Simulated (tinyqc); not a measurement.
Inputs raised by 10 %, one at a time: anisotropic elasticity and sound waves of a cubic crystal. Computed by tinyqc, a small Python program. Command: `OMP_NUM_THREADS=1 python tinyqc.py 3014787 3014788 out.jsonl cubicelastic sens`. One thread of a shared host (Intel(R) Xeon(R) Processor @ 2.30GHz), about 0.01 s of CPU time with the checks.

Voigt order 1..6 = xx, yy, zz, yz, xz, xy, with engineering shear strains. The rotated frame has x' as named, z' along the wafer normal and y' = z' x x'.

Inputs (values chosen for the exercise, modelled on gold):
```
quantity                                value   unit
C11                                     189.6    GPa
C12                                     160.2    GPa
C44                                     42.07    GPa
expansion coefficient of the film          15  ppm/K
expansion coefficient of the substrate    4.2  ppm/K
cooling Delta T                           500      K
```

Frame: (113) wafer, x' along [1-10].

direction cosines a (rows x', y', z' in the cube axes):
```
            x           y           z
x'  0.7071068  -0.7071068   0.0000000
y'  0.6396021   0.6396021  -0.4264014
z'  0.3015113   0.3015113   0.9045340
```

Method:
- S11 = (C11 + C12)/D, S12 = -C12/D, D = (C11 - C12)(C11 + 2 C12), S44 = 1/C44. Zener ratio A = 2 C44/(C11 - C12); S0 = S11 - S12 - S44/2; H = 2 C44 + C12 - C11.
- C'_ijkl = C12 delta_ij delta_kl + C44 (delta_ik delta_jl + delta_il delta_jk) - H sum_m a_im a_jm a_km a_lm.
- Invert C' to S'. E along x' = 1/S'11, along y' = 1/S'22; Poisson ratios nu(x'y') = -S'12/S'11 and nu(x'z') = -S'13/S'11; in-plane shear modulus 1/S'66.
- On cooling, a thick substrate imposes eps_1 = eps_2 = (alpha_film - alpha_substrate) Delta T and eps_6 = 0; the free surface sets sigma_3 = sigma_4 = sigma_5 = 0, which fixes eps_3, eps_4, eps_5. Biaxial modulus M = (sigma_1 + sigma_2)/(2 eps); energy density M eps^2. Elastic response and constant coefficients are assumed.

Runs:
```
input moved                                      from      to  E along x' (GPa)  stress along x' (MPa)  in-plane shear modulus (GPa)  Zener ratio A
base run                                            -       -            81.533                 529.51                        16.672         2.8619
C11 (GPa)                                       189.6  208.56            99.810                 762.20                        26.206         1.7399
C12 (GPa)                                       160.2  176.22            52.593                 248.91                         7.898         6.2885
C44 (GPa)                                       42.07  46.277            85.289                 531.27                        16.782         3.1481
expansion coefficient of the film (ppm/K)          15    16.5            81.533                 603.05                        16.672         2.8619
expansion coefficient of the substrate (ppm/K)    4.2    4.62            81.533                 508.92                        16.672         2.8619
cooling Delta T (K)                               500     550            81.533                 582.46                        16.672         2.8619
```

Exponents ln(y'/y) / ln(x'/x):
```
input                                   E along x'  stress along x'  in-plane shear modulus  Zener ratio A
C11                                          2.122            3.822                   4.745         -5.222
C12                                         -4.600           -7.920                  -7.839          8.260
C44                                          0.473            0.035                   0.069          1.000
expansion coefficient of the film            0.000            1.365                   0.000          0.000
expansion coefficient of the substrate       0.000           -0.416                   0.000          0.000
cooling Delta T                              0.000            1.000                   0.000          0.000
```

Which inputs matter most for each result?

Among the inputs moved here: E along x' answers most in size to C12 (exponent -4.600), next to C11 (+2.122); its exponent is below 0.0005 for expansion coefficient of the film, expansion coefficient of the substrate, cooling Delta T. stress along x' answers most in size to C12 (exponent -7.920), next to C11 (+3.822). Its exponent +1.000 in cooling Delta T: stress is linear in the mismatch. In-plane shear modulus answers most in size to C12 (exponent -7.839), next to C11 (+4.745); its exponent is below 0.0005 for expansion coefficient of the film, expansion coefficient of the substrate, cooling Delta T. Zener ratio A answers most in size to C12 (exponent +8.260), next to C11 (-5.222); its exponent is below 0.0005 for expansion coefficient of the film, expansion coefficient of the substrate, cooling Delta T.

Caution (all rows): the thermal stress of this film exceeds 200 MPa, which can relax by slip, cracking or buckling in a real film.
